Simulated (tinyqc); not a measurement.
Gate voltage for a given inversion charge.

Question. p-type body, charge-sheet picture, depletion and inversion only, full ionisation (an idealisation for deep acceptors), Boltzmann statistics (rough once Na exp(x - xn) passes about Nc/7). In units of Vt: xg = (Vg - Vfb)/Vt, x = psi/Vt, G = gamma/sqrt(Vt), xn = (2 phiF + Vc)/Vt. The implicit equation is (xg - x)^2 = G^2 [x - 1 + exp(x - xn)] for x above about 3. Cox = eps0 eox/tox. ni = sqrt(Nc Nv) exp(-Eg/(2 Vt)), Eg in volts; phiF = Vt ln(Na/ni); gamma = sqrt(2 q eps0 eps_r Na)/Cox. N_inv = (Cox Vt G/q) [sqrt(x - 1 + exp(x - xn)) - sqrt(x - 1)]. Find x - xn, psi and Vg.

Values chosen for this exercise; band and dielectric values close to those of silicon:
```
symbol,value,unit,meaning
T,300,K,temperature
Eg,1.14,eV,band gap
eps_r,11.8,,relative permittivity
Nc,2.77e19,cm^-3,conduction-band density of states at T
Nv,2.6e19,cm^-3,valence-band density of states at T
eox,3.9,,relative permittivity of the gate insulator (close to silicon dioxide)
tox,22,nm,insulator thickness
Na,5e16,cm^-3,acceptor density
Vfb,-0.86,V,flat-band voltage
Vc,0,V,channel-body voltage
```

Constants: q = 1.602176634e-19 C, kB = 1.380649e-23 J/K, Vt = kB T/q, eps0 = 8.8541878128e-14 F/cm where lengths are in cm. Results are converted to the units shown.

N_inv = 1.9e10 cm^-2

Answer. N_inv rises steadily with x, so it fixes x; the implicit equation then gives xg directly.

x - xn = 0.502
psi = 0.828 V
Vg = 0.726 V

Computed by the program tinyqc: `OMP_NUM_THREADS=1 python tinyqc.py 2122176 2122177 out.jsonl`, one thread of a shared Intel Xeon 2.30GHz, about 0.01 s for the whole run.
